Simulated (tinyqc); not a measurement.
# Electron mobility in a silicon inversion layer, empirical terms and Matthiessen rule: what changes with what

Inversion layer of sheet density Ns on a uniformly doped body, under a high-permittivity gate with an interlayer. The mobility terms are empirical power laws with prefactors chosen for the exercise; adding their inverses (Matthiessen) is itself an approximation.

Inputs (values chosen for the exercise); material values close to those of silicon:
- T = 325 K (temperature)
- Eg = 1.13 eV (band gap)
- eps_r = 11.5 (relative permittivity of the semiconductor)
- Nc = 3.17e19 cm^-3 (conduction-band density of states at T)
- Nv = 3.02e19 cm^-3 (valence-band density of states at T)
- Nb = 2.5e18 cm^-3 (body doping)
- Vsb = 0.6 V (reverse body bias)
- eta = 0.5 (weight of the inversion charge in the effective field)
- Ap = 468 cm^2/(V s) (phonon-limited mobility at 1 MV/cm and 300 K)
- As = 693 cm^2/(V s) (roughness-limited mobility at 1 MV/cm)
- gs = 2 (exponent of the roughness term)
- Ac = 2800 cm^2/(V s) (Coulomb prefactor)
- Nit = 9e11 cm^-2 (charge at the interface)
- Ar = 250 cm^2/(V s) (remote-phonon mobility without interlayer)
- ti = 1.5 nm (interlayer thickness)
- lr = 0.9 nm (decay length of remote phonons)
- Ns = 9.2e11 cm^-2 (inversion density)

Constants: q = 1.602176634e-19 C, kB = 1.380649e-23 J/K, Vt = kB T/q, eps0 = 8.8541878128e-14 F/cm where lengths are in cm. Results are converted to the units shown.

Each table varies one quantity; the others keep the values above.

## Effect of the reverse body bias

ni = sqrt(Nc Nv) exp(-Eg/(2 Vt)), Eg in volts; Ndep = sqrt(2 eps0 eps_r Nb (2 Vt ln(Nb/ni) + Vsb)/q); E = q (Ndep + eta Ns)/(eps0 eps_r), in MV/cm. With t = T/(300 K): muC = Ac (Ns/1e12 cm^-2) t/(Nb/1e17 cm^-3 + Nit/1e11 cm^-2), muP = Ap E^(-1/3) t^(-1.75), muS = As E^(-gs), muR = Ar exp(2 ti/lr)/t; 1/mu is the sum of the inverses.

The same in every row: muC (cm^2/(V s)) = 82.078; muR (cm^2/(V s)) = 6468.8.

Effect of the reverse body bias:
```
Vsb (V)	E (MV/cm)	muP (cm^2/(V s))	muS (cm^2/(V s))	mu (cm^2/(V s))
0	0.95451	413.19	760.62	62.216
0.4	1.1178	392.01	554.65	59.909
0.8	1.2588	376.79	437.35	57.875
1.2	1.3847	365.00	361.41	56.039
1.6	1.4996	355.43	308.17	54.358
2	1.6059	347.41	268.72	52.804
2.4	1.7053	340.52	238.31	51.359
```

What does the table show?

As Vsb goes from 0 to 2.4 V, E rises from 0.955 to 1.71 MV/cm and mu falls from 62.2 to 51.4 cm^2/(V s). The Coulomb term is the smallest in the first and the last row. For Vsb = 2 to 2.4 V E passes 1.5 MV/cm, beyond the usual range of such laws.

## Universality: two dopings at the same effective field

Same model as above.

For each E, Ns is chosen to give that field on bodies with Nb = 3e17 and 2.5e18 cm^-3; the last column leaves out muC.

Universality: two dopings at the same effective field:
```
E (MV/cm)	Ns, light body (cm^-2)	mu, light (cm^2/(V s))	Ns, heavy body (cm^-2)	mu, heavy (cm^2/(V s))	without muC (cm^2/(V s))
1.19	1.039e13	192.9	9.136e11	58.58	208.2
1.34	1.230e13	173.1	2.820e12	106.0	183.3
1.51	1.446e13	152.9	4.981e12	117.4	159.6
1.71	1.700e13	132.5	7.523e12	113.6	136.7
1.94	1.992e13	113.0	1.045e13	102.8	115.6
2.19	2.310e13	95.80	1.362e13	90.17	97.40
2.47	2.666e13	80.46	1.718e13	77.32	81.43
2.8	3.085e13	66.40	2.138e13	64.70	66.97
```

The heavily doped body has 0.304 of the mobility of the light one in the first row and 0.974 in the last; there they lie 3.4 % below and 0.85 % below the curve without Coulomb scattering, which depends on E alone. The heavy body leaves that curve at low E because its field comes mostly from depletion charge and few carriers screen.

Numbers from tinyqc (`OMP_NUM_THREADS=1 python tinyqc.py 2510091 2510092 out.jsonl`; about 0.01 s on one thread of a shared Intel Xeon 2.30GHz).
